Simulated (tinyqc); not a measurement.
Field dependence: Hall effect and magnetoresistance of several carrier groups with constant relaxation times. Computed by tinyqc, a small Python program. Command: `OMP_NUM_THREADS=1 python tinyqc.py 3024249 3024250 out.jsonl hall2 walk`. One thread of a shared host (Intel(R) Xeon(R) Processor @ 2.30GHz), about 0.01 s of CPU time with the checks.

Group 1 has charge -e and group 2 charge +e; s_i is that sign. B lies along z; mu B is formed with mu in m^2/(V s).

Inputs (values chosen for the exercise, for a model conductor): density n1 = 2.7e+17 1/cm^3; mobility mu1 = 71000 cm^2/(V s); density n2 = 2.7e+17 1/cm^3; mobility mu2 = 13000 cm^2/(V s).

Carriers: compensated semimetal. Densities: per volume.

Constants: e = 1.602176634e-19 C.

Method. sigma_xx = sum n_i e mu_i/(1 + mu_i^2 B^2); sigma_xy = sum s_i n_i e mu_i^2 B/(1 + mu_i^2 B^2). rho_xx = sigma_xx/(sigma_xx^2 + sigma_xy^2); Hall coefficient R_H = sigma_xy/(B (sigma_xx^2 + sigma_xy^2)), with B in V s/cm^2 (1 T = 1e-4 V s/cm^2); magnetoresistance MR = rho_xx(B)/rho_xx(0) - 1.

Against the field:
```
B (T)       mu1 B  rho_xx (ohm cm)  R_H (cm^3/C)      MR (%)
0.007  4.9700e-02       2.7532e-04       -15.962  4.5227e-02
0.021  1.4910e-01       2.7632e-04       -15.962  4.0704e-01
0.056  3.9760e-01       2.8316e-04       -15.962  2.8945e+00
0.14   9.9400e-01       3.2498e-04       -15.962  1.8091e+01
0.35   2.4850e+00       5.8636e-04       -15.962  1.1307e+02
0.85   6.0350e+00       2.1104e-03       -15.962  6.6687e+02
2.1    1.4910e+01       1.1477e-02       -15.962  4.0704e+03
5.6    3.9760e+01       7.9932e-02       -15.962  2.8945e+04
17     1.2070e+02       7.3436e-01       -15.962  2.6675e+05
```

MR starts as B^2.00 and ends as B^2.00: with equal densities of opposite charge no Hall field can balance both groups, so it never saturates. One group alone would show no magnetoresistance in this model. The rows with mu1 B well above 1 show the semiclassical limit; Landau quantisation is left out.
